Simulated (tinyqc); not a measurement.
# Charge imbalance from the loss of breakdown voltage

Question. In a superjunction of pillar doping N and length Lp an imbalance dl lowers BV by q |dl| N Lp^2/(4 eps0 eps_r), as long as the field reaches through the pillar. Find |dl| and the net dose error |dl| N wp.

Values chosen for this exercise:
```
symbol  value  unit                                     meaning
eps_r    9.82        relative permittivity of the semiconductor
wp          2    um                        width of each pillar
```

Constants: q = 1.602176634e-19 C, eps0 = 8.8541878128e-14 F/cm where lengths are in cm. Results are converted to the units shown.

BV balanced and BV measured (V): [3100, 2603.7396]
N = 1.1428999e17 cm^-3
Lp = 18.347487 um

Answer. The loss is linear in |dl|; its sign cannot be told from BV.

|dl| = 2.80 %
dose error = 6.40e11 cm^-2

tinyqc, about 0.01 s, one thread, Intel Xeon 2.30GHz (shared host): `OMP_NUM_THREADS=1 python tinyqc.py 2590071 2590072 out.jsonl`
